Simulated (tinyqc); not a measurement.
Hydrogenic donor in a hard-walled well (variational): one step. One trial length. Four cases, with inputs chosen for the exercise.

Task: Evaluate I0, I1 and both terms.

Trial function cos(pi z/L) exp(-r/lam), r measured from the donor at zi, walls at +/- L/2, one eps everywhere. Counted from the lowest subband, E(lam) = c/(m lam^2) - (q/eps) I0/I1, with I0 the integral of cos^2(pi z/L) exp(-2|z - zi|/lam) over the well and I1 the same with the factor (|z - zi| + lam/2); c = hbar^2/2m0, q = e^2/(4 pi eps0). The binding energy is -E at the minimum.

Constants: hbar^2/2m0 = 3.80998211 eV angstrom^2; e^2/(4 pi eps0) = 14.39964547 eV angstrom.

Case 1.

Values chosen (near those of GaAs; the results hold for these values, not for the real material): m = 0.07 m0 (mass); eps = 13.1 (dielectric constant); L = 129 angstrom (well width); zi = 20 angstrom (position of the donor from the centre); lam = 108 angstrom (trial length).

Case 2.

Values chosen (near those of InGaAs; the results hold for these values, not for the real material): m = 0.041 m0 (mass); eps = 14.3 (dielectric constant); L = 724 angstrom (well width); zi = 237 angstrom (position of the donor from the centre); lam = 237 angstrom (trial length).

Case 3.

Values chosen (near those of Ge, with one mean mass; the results hold for these values, not for the real material): m = 0.116 m0 (mass); eps = 16.6 (dielectric constant); L = 159 angstrom (well width); zi = 0 angstrom (position of the donor from the centre); lam = 95 angstrom (trial length).

Case 4.

Values chosen (near those of GaN; the results hold for these values, not for the real material): m = 0.209 m0 (mass); eps = 9.6 (dielectric constant); L = 52 angstrom (well width); zi = 6 angstrom (position of the donor from the centre); lam = 20 angstrom (trial length).

Give: I0; I1; kinetic term; Coulomb term; E.

Result:

Case 1.

I0 = 42.551 angstrom
I1 = 3148.2 angstrom^2
kinetic term = 4.666 meV
Coulomb term = -14.857 meV
E = -10.191 meV

Case 2.

I0 = 80.800 angstrom
I1 = 19740.5 angstrom^2
kinetic term = 1.654 meV
Coulomb term = -4.122 meV
E = -2.467 meV

Case 3.

I0 = 51.062 angstrom
I1 = 3376.4 angstrom^2
kinetic term = 3.639 meV
Coulomb term = -13.119 meV
E = -9.479 meV

Case 4.

I0 = 12.520 angstrom
I1 = 198.1 angstrom^2
kinetic term = 45.574 meV
Coulomb term = -94.783 meV
E = -49.209 meV

Computed by tinyqc, one run a case: `OMP_NUM_THREADS=1 python tinyqc.py N N+1 out.jsonl` with N = 1250109, 1250373, 1250479, 1250630; one thread of a shared Intel(R) Xeon(R) Processor @ 2.30GHz, about 0.04 s a run at most.
